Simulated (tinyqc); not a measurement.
Van der Pauw, Hall and four-point-probe measurements on a doped layer: one step of the calculation.

A uniform n-type layer with sheet resistance Rs = 1/(q ns mu), point contacts, low field (mu B small).

Question. Resistances and Hall voltage. Rs = 1/(q ns mu). For a rectangle with contacts at the corners, RA = (8 Rs/pi) sum_(k>=0) ln coth((2k + 1) pi a/(2 b)) with current along a short side b and voltage along the opposite one, RB the same with a and b exchanged; Hall voltage VH = rH B I/(q ns), negative for electrons.

Inputs (values chosen for the exercise):
- ns = 1.3e14 cm^-2 (sheet density of the layer)
- mu = 570 cm^2/(V s) (drift mobility)
- rH = 1 (Hall factor)
- B = 1 T (magnetic field)
- I = 50 uA (current)
- ar = 1.68 (side ratio a/b of a rectangular sample with corner contacts)

Constants: q = 1.602176634e-19 C. Results are converted to the units shown.

Wanted: Rs; RA; RB; VH.

Answer.

Rs = 84.231 ohm/square
RA = 2.1893 ohm
RB = 68.257 ohm
VH = -0.24006 mV

RB/RA = 31.2; for a square both equal Rs ln 2/pi = 18.6 ohm.

Numbers from tinyqc (`OMP_NUM_THREADS=1 python tinyqc.py 2850130 2850131 out.jsonl`; about 0.01 s on one thread of a shared Intel Xeon 2.30GHz).
